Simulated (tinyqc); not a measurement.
# AlGaN/GaN HEMT with access regions, lumped model: what changes with what

A polarisation-induced electron sheet under a Schottky gate, in series with two ungated access regions and contacts. Drift law v = mu E/(1 + mu E/vs) under the gate. Currents in mA/mm, resistances in ohm mm. No self-heating, no channel-length modulation; fits for polarisation, barrier and offset are chosen for the exercise.

Parameters, values chosen for the exercise; values close to those of AlGaN/GaN structures: aluminium share of the barrier x = 0.32; barrier thickness d = 25 nm; relative permittivity of barrier and channel eps_r = 9.1; channel mobility mu = 1900 cm^2/(V s); saturation velocity vs = 1e7 cm/s; gate length Lg = 1.5 um; source access length Ls = 1.5 um; drain access length Ld = 16 um; resistance of each contact Rc = 0.3 ohm mm; gate voltage Vg = -0.5 V; critical field Ec = 3.4 MV/cm; depth over which the depleted charge spreads te = 0.49 um; insulator under the field plate tf = 300 nm; relative permittivity of that insulator ei = 7.

Constants: q = 1.602176634e-19 C, eps0 = 8.8541878128e-14 F/cm where lengths are in cm. Results are converted to the units shown.

Each table varies one quantity; the others keep the values above.

## Field plate: effect of the aluminium share of the barrier

sigma = (5e13 x + 1.6e13 x^2) cm^-2, phiB = 0.84 + 1.3 x, dEc = 0.7 (1.71 x + x^2) in volts, Cb = eps0 eps_r/d, VT = phiB - dEc - q sigma/Cb, access density n0 = -Cb VT/q. Off state: a depleted stretch that holds the voltage V has the peak field sqrt(k V), k = 2 q n0/(eps0 eps_r te), so one edge holds V1 = Ec^2/k. The sheet under the plate pinches off at Vf = q n0 (1/Cb + tf/(eps0 ei)); beyond it the gate edge is screened. BV = V1 if Vf >= V1, else Vf + V1, and at most Ec Ld.

The same in every row: Ec Ld (V) = 5440.

Field plate: effect of the aluminium share of the barrier:
```
x     Vf (V)  V1 (V)  BV (V)
0.14   46.40   253.3   299.7
0.18   64.67   181.7   246.4
0.22   83.41   140.9   224.3
0.26   102.6   114.6   217.2
0.3    122.3   96.14   96.14
0.34   142.4   82.56   82.56
0.38   162.9   72.13   72.13
```

BV falls from 300 to 72.1 V. The plate helps (Vf < V1) in 4 of the 7 rows, and the access length caps BV in 0. More sheet charge lowers Ron but steepens the field, so V1 falls.

## Field plate: effect of the insulator under the field plate

Same model as above.

The same in every row: V1 (V) = 88.872; Ec Ld (V) = 5440.0.

Results:
```
tf (nm)  Vf (V)  BV (V)
20       16.253  105.12
29       19.981  108.85
43       25.782  114.65
64       34.482  123.35
95       47.325  136.20
140      65.968  154.84
310      136.40  88.872
```

Estimate the missing row, tf = 210 nm.

Computed row:
```
tf (nm)  Vf (V)  BV (V)
210      94.968  88.872
```

With this row back in the table: BV goes from 105 through a maximum of 155 (at tf = 140 nm among the rows listed) to 88.9 V. The plate helps (Vf < V1) in 6 of the 8 rows, and the access length caps BV in 0. The best thickness makes Vf just under V1, tf = 195 nm, where both edges reach Ec together and BV nears 2 V1.

## Output curve without and with trapping

Access resistance R(L, n) = L/(q mu n sqrt(1 - (I/(q n vs))^2)); Rs = Rc + R(Ls, n0), Rd = Rc + R(Ld, (1 - ft) n0). Vg' = Vg - I Rs, Vd' = Vd - I (Rs + Rd); with u = Vg' - VT, Vc = vs Lg/mu and w the smaller of Vd' and Vc [sqrt(1 + 2 u/Vc) - 1] (0 if negative), the channel gives (mu Cb/Lg)(u w - w^2/2)/(1 + w/Vc). I equals that channel current. The two columns take ft = 0 and ft = 0.12; collapse = 1 - (second)/(first).

Output curve without and with trapping:
```
Vd (V)  I, ft = 0 (mA/mm)  I, ft = 0.12 (mA/mm)  collapse (%)
0.25                55.24                 50.28         8.980
0.5                 110.2                 100.3         8.947
1                   218.8                 199.4         8.880
2                   429.0                 391.5         8.737
3                   626.3                 572.7         8.561
4                   806.8                 739.6         8.323
6                    1105                  1023         7.422
8                    1289                  1227         4.820
12                   1312                  1312         0.000
```

What does the table show?

Without trapping the current rises from 55.2 to 1310 mA/mm and first comes within 2 % of its last value at Vd = 8 V among the rows; with trapping that knee lies at 12 V. The collapse is 9.0 % in the first row, at most 9.0 % and 0 % in the last: once the gated channel saturates, the drain access only takes spare voltage. For Vd = 6 to 12 V the power passes 5 W/mm, where self-heating, left out here, lowers the current.

tinyqc, about 0.02 s, one thread, Intel Xeon 2.30GHz (shared host): `OMP_NUM_THREADS=1 python tinyqc.py 2570079 2570080 out.jsonl`
